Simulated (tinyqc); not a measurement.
RKS/LDA (PW92) in the 6-31g basis, for H2, spin multiplicity 1, step by step. One step of it, computed by the program tinyqc.

Task: Iteration 1: building the Kohn-Sham matrix. J_ij = sum D_kl (ij|kl); F = H + J + V_xc; E = tr D H + tr D J / 2 + E_xc + E_nn.

D at the start, lower triangle:
```
           1H 1s      1H 2s      2H 1s     2H 2s
1H 1s   1.506352
1H 2s  -2.233763   3.312437
2H 1s  -1.506352   2.233763   1.506352
2H 2s   2.233763  -3.312437  -2.233763  3.312437
```

core Hamiltonian H = T + V (hartree), lower triangle:
```
           1H 1s      1H 2s      2H 1s      2H 2s
1H 1s  -0.672887
1H 2s  -0.755450  -0.792224
2H 1s  -0.237463  -0.420523  -0.672887
2H 2s  -0.420523  -0.589429  -0.755450  -0.792224
```

Two-electron integrals (ij|kl) in chemists' order, unique and non-zero (hartree):
```
(11|11) 1.076566   (21|11) 0.578470   (21|21) 0.329423   (22|11) 0.587396
(22|21) 0.361304   (22|22) 0.453150   (31|11) 0.084233   (31|21) 0.050405
(31|22) 0.059502   (31|31) 0.012355   (32|11) 0.150707   (32|21) 0.096037
(32|22) 0.128622   (32|31) 0.026562   (32|32) 0.070891   (33|11) 0.414032
(33|21) 0.270248   (33|22) 0.383425   (33|31) 0.084233   (33|32) 0.258642
(33|33) 1.076566   (41|11) 0.258642   (41|21) 0.148769   (41|22) 0.165777
(41|31) 0.026562   (41|32) 0.052199   (41|33) 0.150707   (41|41) 0.070891
(42|11) 0.324964   (42|21) 0.202903   (42|22) 0.263308   (42|31) 0.041908
(42|32) 0.100773   (42|33) 0.324964   (42|41) 0.100773   (42|42) 0.177939
(43|11) 0.270248   (43|21) 0.175343   (43|22) 0.246531   (43|31) 0.050405
(43|32) 0.148769   (43|33) 0.578470   (43|41) 0.096037   (43|42) 0.202903
(43|43) 0.329423   (44|11) 0.383425   (44|21) 0.246531   (44|22) 0.344121
(44|31) 0.059502   (44|32) 0.165777   (44|33) 0.587396   (44|41) 0.128622
(44|42) 0.263308   (44|43) 0.361304   (44|44) 0.453150
```

nuclear repulsion = 0.41536673 hartree

V_xc (hartree), lower triangle:
```
           1H 1s      1H 2s      2H 1s      2H 2s
1H 1s  -0.436102
1H 2s  -0.201514  -0.207334
2H 1s  -0.034131  -0.089407  -0.436102
2H 2s  -0.089407  -0.122764  -0.201514  -0.207334
```

E_xc = sum of w rho eps_xc = -0.58909577 hartree

Give: Coulomb J; Kohn-Sham matrix F; total energy of this density.

Result:

Coulomb J (hartree), lower triangle:
```
       1H 1s  1H 2s  2H 1s  2H 2s
1H 1s  1.092
1H 2s  0.634  0.779
2H 1s  0.120  0.300  1.092
2H 2s  0.300  0.506  0.634  0.779
```

Kohn-Sham matrix F (hartree), lower triangle:
```
        1H 1s   1H 2s   2H 1s   2H 2s
1H 1s  -0.017
1H 2s  -0.323  -0.220
2H 1s  -0.152  -0.210  -0.017
2H 2s  -0.210  -0.206  -0.323  -0.220
```

total energy of this density = 1.04101 hartree
